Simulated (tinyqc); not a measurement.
Inputs raised by 2 %, one at a time: hydrogenic impurity: series, fields, screening, photoionisation and donor-acceptor pairs. Computed by tinyqc, a small Python program. Command: `OMP_NUM_THREADS=1 python tinyqc.py 3010347 3010348 out.jsonl hydrogenic sens`. One thread of a shared host (Intel(R) Xeon(R) Processor @ 2.30GHz), about 0.01 s of CPU time with the checks.

One isotropic, parabolic band. Effective units: Ry* and a*, in which H = -nabla^2 - 2/r.

Inputs (values chosen for the exercise, modelled on 4H-SiC):
```
quantity,value,unit
electron mass m,0.386,m_0
dielectric constant eps,10.1,-
electric field F,12000,V/cm
gap E_g,3.29,eV
acceptor depth E_A,195,meV
pair distance r,51,angstrom
rate prefactor W_0,1.3e+08,1/s
```

Parts treated: electric field and pairs.

Constants: Ry = 13.605693123 eV; a_0 = 0.529177210903 angstrom; h x 1 THz = 4.135667696 meV; hbar = 6.582119569e-16 eV s; e^2/(4 pi eps_0) = 14.39964548 eV angstrom.

Method:
- Ry* = Ry m/eps^2, a* = a_0 eps/m; level n is bound by Ry*/n^2; <r> = (3/2) a* in 1s; lines 1s -> np at Ry* (1 - 1/n^2); 1 THz = 4.135667696 meV.
- f = e F a*/(2 Ry*) is the field in atomic-like units. 1s shifts by -(9/2) f^2 Ry* (polarisability (9/2) a*^3), the n = 2 levels split linearly by +/- 6 f Ry*; the barrier top lies 4 sqrt(f) Ry* below the band edge and passes 1s at f = 1/16; the tunnelling rate of 1s is (2 Ry*/hbar) (4/f) exp(-2/(3 f)).
- No-phonon line h nu(r) = E_g - Ry* - E_A + e^2/(4 pi eps_0 eps r); rate W(r) = W_0 exp(-2 r/a*), the donor being the shallower centre; lifetime 1/W; zero field.

Runs:
```
input moved,from,to,Ry* (meV),shift of 1s (meV),photon energy (eV),lifetime (s)
base run,-,-,51.483,-0.060328,3.0715,1.2171e-05
electron mass m (m_0),0.386,0.39372,52.513,-0.056849,3.0704,1.4103e-05
dielectric constant eps,10.1,10.302,49.484,-0.065301,3.0729,1.0534e-05
electric field F (V/cm),12000,12240,51.483,-0.062765,3.0715,1.2171e-05
pair distance r (angstrom),51,52.02,51.483,-0.060328,3.0709,1.4103e-05
acceptor depth E_A (meV),195,198.9,51.483,-0.060328,3.0676,1.2171e-05
```

Exponents ln(y'/y) / ln(x'/x):
```
input,Ry*,shift of 1s,photon energy,lifetime
electron mass m,1,-3,-0.017,7.440
dielectric constant eps,-2,4,0.024,-7.294
electric field F,0,2,0.000,0.000
pair distance r,0,0,-0.009,7.440
acceptor depth E_A,0,0,-0.064,0.000
```

To which inputs is each result most sensitive?

Among the inputs moved here: Ry* answers most in size to dielectric constant eps (exponent -2.000), next to electron mass m (+1.000); its exponent is below 0.0005 for electric field F, pair distance r, acceptor depth E_A. Its exponent +1.000 in electron mass m: Ry* = Ry m/eps^2. Its exponent -2.000 in dielectric constant eps: Ry* = Ry m/eps^2. Shift of 1s answers most in size to dielectric constant eps (exponent +4.000), next to electron mass m (-3.000); its exponent is below 0.0005 for pair distance r, acceptor depth E_A. Its exponent -3.000 in electron mass m: the polarisability goes as eps a*^3. Its exponent +4.000 in dielectric constant eps: the polarisability goes as eps a*^3. Photon energy answers most in size to acceptor depth E_A (exponent -0.064), next to dielectric constant eps (+0.024); its exponent is below 0.0005 for electric field F. lifetime answers most in size to electron mass m (exponent +7.440), and about equally to pair distance r (+7.440), dielectric constant eps (-7.294); its exponent is below 0.0005 for electric field F, acceptor depth E_A.
